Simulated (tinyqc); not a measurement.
## Resistance of a tapered via with liner, size effect and interface: two fill metals against the diameter

A round via whose diameter grows from db at the bottom as D(z) = db + 2 z/tan(ang). The fill, of diameter D - 2 tl, starts above the bottom liner (thickness fb tl) and has rho = rho0 (1 + ks lam/(D - 2 tl)); the sidewall liner conducts in parallel with it. The bottom liner and the interface are crossed over the full area pi db^2/4. Spreading in the lines above and below is left out.

Slices between z0 = fb tl and hv, evaluated at their midpoints: conductance per length pi/4 [(D - 2 tl)^2/rho + (D^2 - (D - 2 tl)^2)/rl], slice resistance = slice height over that. 2000 slices. R_fill = sum of the slices; R_bottom = rl fb tl/(pi db^2/4); R_interface = ri/(pi db^2/4). The second fill has rho2, lam2 and tl2 in place of rho0, lam and tl.

Values chosen for this exercise; fill metal close to copper: height hv = 78 nm; sidewall angle ang = 87 degrees; bulk resistivity of the fill rho0 = 1.66 uohm cm; mean free path of the fill lam = 38.8 nm; size-effect factor ks = 1.3; liner on the sidewall tl = 3 nm; liner at the bottom over that on the sidewall fb = 0.5; resistivity of the liner rl = 330 uohm cm; interface resistivity at the bottom ri = 2.2e-12 ohm cm^2; ballistic conductance per area, about 3/(4 rho0 lam) Sb = 1.1e15 S/m^2; bulk resistivity of the second fill (close to molybdenum) rho2 = 5.27 uohm cm; its mean free path lam2 = 11 nm; its liner tl2 = 0.3 nm.

Result of one run:
```
R, first fill (ohm)	R, second fill (ohm)	ratio second/first
1.951	1.345	0.6893
```

Which diameter at the bottom db gave this result: 8.5, 17, 35, 49 or 70 nm?

db = 70 nm.

The whole series:
```
db (nm)	R, first fill (ohm)	R, second fill (ohm)	ratio second/first
8.5	611.0	108.5	0.1776
12	164.2	52.75	0.3213
17	56.51	25.47	0.4507
24	22.71	12.39	0.5456
35	9.148	5.644	0.6170
49	4.258	2.808	0.6594
70	1.951	1.345	0.6893
100	0.9126	0.6470	0.7089
```

The ratio goes from 0.178 to 0.709. The second fill gives the lower R in every row.

tinyqc, about 0.01 s, one thread, Intel Xeon 2.30GHz (shared host): `OMP_NUM_THREADS=1 python tinyqc.py 2750027 2750028 out.jsonl`
